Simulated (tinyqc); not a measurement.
Bethe-Salpeter matrix of a two-band chain (Tamm-Dancoff form): sweeps and comparisons. A value that a table varies takes the place of the one given here.

One valence and one conduction band, lattice period 1, mesh k = 2 pi j/N. Pair energies D(k) = Eg + 2 t sum(1 - cos k), t = tc + tv. Screened attraction W(R) = U at R = 0 and V/|R| otherwise, R over the N cells with the nearest image; W(q) = sum_R W(R) cos(q R). H(k, k') = D(k) delta - W(k - k')/Nk + 2 J/Nk for singlets (J = 0 for triplets), Nk the number of k points. With a constant transition dipole the strength of a state is f = (sum_k A_k)^2/Nk, and the f sum to 1.

Inputs chosen for the exercise: Eg = 4.4 eV (quasiparticle gap); tc = 0.45 eV (conduction hopping); tv = 0.65 eV (valence hopping); U = 1.94 eV (attraction in the same cell); V = 0 eV (attraction at one cell distance); J = 0.47 eV (exchange in the same cell); fs = (0.1, 0.25, 0.5, 1, 1.5, 2, 3) (scale factors of U and V).

## Convergence with the k mesh

Lowest triplet and singlet, and f of the singlet, against N.

Results:
```
N,Eg - E triplet (eV),Eg - E singlet (eV),f singlet
4,0.8266,0.3334,0.4277
6,0.7538,0.2659,0.3892
8,0.7375,0.2382,0.3866
12,0.7334,0.2207,0.4017
20,0.7332,0.2167,0.4130
40,0.7332,0.2166,0.4138
100,0.7332,0.2166,0.4138
```

What can be read from the table?

The coarsest mesh misjudges the singlet binding by +0.1168 eV against the finest: a mesh of N points along an axis repeats the pair every N cells. The triplet is within 1 meV of the last row from N = 12 on. The singlet is within 1 meV of the last row from N = 20 on. The more tightly bound triplet is the smaller object in R, so it needs no more points than the singlet.

## Strength of the attraction

Triplets, N = 100; U and V scaled together, as weaker screening would do. f is the weight at R = 0. For V = 0 the infinite chain has binding sqrt(4 t^2 + U^2) - 2t and f = U/sqrt(4 t^2 + U^2), t = tc + tv.

Results:
```
scale,U/t,binding (eV),f,Eg - second level (eV),contact formula (eV)
0.10,0.18,0.0085,0.088,-0.0018,0.0085
0.25,0.44,0.0528,0.215,-0.0013,0.0528
0.50,0.88,0.2044,0.403,-0.0012,0.2044
1.0,1.76,0.7332,0.661,-0.0011,0.7332
1.5,2.65,1.4480,0.798,-0.0011,1.4480
2.0,3.53,2.2603,0.870,-0.0011,2.2603
3.0,5.29,4.0219,0.935,-0.0011,4.0219
```

What can be read from the table?

The binding grows with exponent 1.99 between scales 0.1 and 0.25 and 1.42 over the last two rows (for a weak contact attraction 2 in a chain and larger in a plane, where it binds exponentially weakly, 1 for a pair held in one cell). f rises from 0.088 to 0.935. On this mesh no second level lies below the gap. 

## Exciton band

Triplets, solved in the electron-hole distance R on a ring of 60 cells, total momentum Q: D = Eg + 2 tc (1 - cos(k + Q/2)) + 2 tv (1 - cos(k - Q/2)), so the hopping in R has size |t(Q)| = sqrt(tc^2 + tv^2 + 2 tc tv cos Q) and the continuum starts at Eg + 2 (tc + tv) - 2 |t(Q)|.

Results:
```
Q/pi,|t(Q)| (eV),continuum edge (eV),exciton (eV),binding (eV),weight at R = 0
0.000,1.1000,4.4000,3.6668,0.7332,0.661
0.167,1.0638,4.4724,3.7207,0.7517,0.674
0.333,0.9579,4.6843,3.8735,0.8107,0.712
0.500,0.7906,5.0189,4.0973,0.9216,0.775
0.667,0.5766,5.4467,4.3431,1.1036,0.860
0.833,0.3441,5.9119,4.5416,1.3703,0.942
1.000,0.2000,6.2000,4.6192,1.5808,0.979
```

What can be read from the table?

The exciton band is 0.9524 eV wide, against 1.8000 eV for the edge of the continuum: binding narrows it, since electron and hole must hop together. The binding grows from 0.733 to 1.581 eV as |t(Q)| falls. Between the first two rows the exciton rises 0.74 times as much as the edge, so it is heavier than the free pair.

## What each parameter does

N = 100: lowest singlet, its binding and f, and the singlet-triplet splitting. Each row changes one parameter from the base and keeps the others.

Results:
```
case,singlet (eV),binding (eV),f,splitting (eV)
base,4.1834,0.2166,0.414,0.5166
Eg = 4.6 eV,4.3834,0.2166,0.414,0.5166
tc = 0.59 eV,4.2060,0.1940,0.374,0.4746
tv = 0.39 eV,4.1249,0.2751,0.511,0.6112
U = 2.33 eV,3.9977,0.4023,0.534,0.6022
V = 0.1 eV,4.1384,0.2616,0.402,0.5024
J = 0.7 eV,4.3347,0.0653,0.238,0.6679
```

What can be read from the table?

The largest shifts from the base row, up to three for each result and ties (the steps differ in size, so this ranks the rows, not the parameters). singlet (eV): Eg +0.2000, U -0.1857, J +0.1513. binding (eV): U +0.1857, J -0.1513, tv +0.0585; unchanged at the printed digits by Eg. f: J -0.175, U +0.120, tv +0.098; unchanged at the printed digits by Eg. splitting (eV): J +0.1513, tv +0.0946, U +0.0856; unchanged at the printed digits by Eg. At zero total momentum only the sum tc + tv enters.

tinyqc: `OMP_NUM_THREADS=1 python tinyqc.py 1282408 1282409 out.jsonl`; about 0.2 s, one thread, shared Intel(R) Xeon(R) Processor @ 2.30GHz.
